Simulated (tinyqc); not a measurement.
Worked calculation: lattice vibrations of a chain. Computed by tinyqc, a small Python program that keeps every step. Command: `OMP_NUM_THREADS=1 python tinyqc.py 29739 29740 out.jsonl` (the two numbers bound the seeds that draw the settings). One thread of a shared host (Intel(R) Xeon(R) Processor @ 2.60GHz), about 0.01 s of CPU time with the checks.

## Dynamical matrix at q = 0.4

A chain moving along its axis:
```
atom,mass (u),spring to the next atom (eV/angstrom^2)
1,52.100000,24.800000
2,16.900000,25.700000
3,99.300000,22.600000
4,91.700000,5.100000
```

q is in units of 2 pi/a. A spring k from atom i to atom j, n cells on, adds k to Phi_ii and Phi_jj, -k exp(2 pi i q n) to Phi_ij and the conjugate to Phi_ji (for one atom a cell: 2k (1 - cos 2 pi q n)); D_ij = Phi_ij / sqrt(m_i m_j).

D(q) (eV/(angstrom^2 u)):
```
,1,2,3,4
1,0.573896,-0.835775,0.000000,0.059693+0.043370i
2,-0.835775,2.988166,-0.627358,0.000000
3,0.000000,-0.627358,0.486405,-0.236837
4,0.059693-0.043370i,0.000000,-0.236837,0.302072
```

## Frequencies

omega^2 are the eigenvalues; wavenumber = 521.4708 sqrt(eigenvalue) 1/cm.

eigenvalues: 0.057973  0.255823  0.662432  3.374311

wavenumbers (1/cm): 125.6  263.8  424.4  957.9

weights |e|^2 of the mass-weighted modes:
```
,mode 1,mode 2,mode 3,mode 4
atom 1,0.116002,0.567319,0.238408,0.078270
atom 2,0.057194,0.062599,0.000463,0.879744
atom 3,0.460296,0.027850,0.469991,0.041863
atom 4,0.366507,0.342231,0.291139,0.000123
```

## Dispersion and heat capacity

C/k_B per atom = mean over q = (j + 1/2)/80, j = 0..39 and all branches of y^2 e^y/(e^y - 1)^2, y = hc wavenumber / k_B T.

Wavenumbers (1/cm):
```
q,branch 1,branch 2,branch 3,branch 4
0.000000,0.000000,320.315807,403.167750,958.072820
0.062500,22.417691,317.960596,404.423604,958.065778
0.125000,44.536078,311.415307,407.719786,958.045719
0.187500,66.007363,301.839096,412.058382,958.015687
0.250000,86.366444,290.473743,416.520914,957.980245
0.312500,104.913411,278.546821,420.471895,957.944784
0.375000,120.516555,267.504832,423.516610,957.914707
0.437500,131.398486,259.301233,425.423575,957.894602
0.500000,135.395422,256.188135,426.071774,957.887541
```

Heat capacity:
```
T (K),C/k_B per atom
20,0.065339
50,0.164055
100,0.311789
200,0.554375
300,0.695254
600,0.883405
1200,0.966371
```

zero-point energy per atom = 27.024010 meV
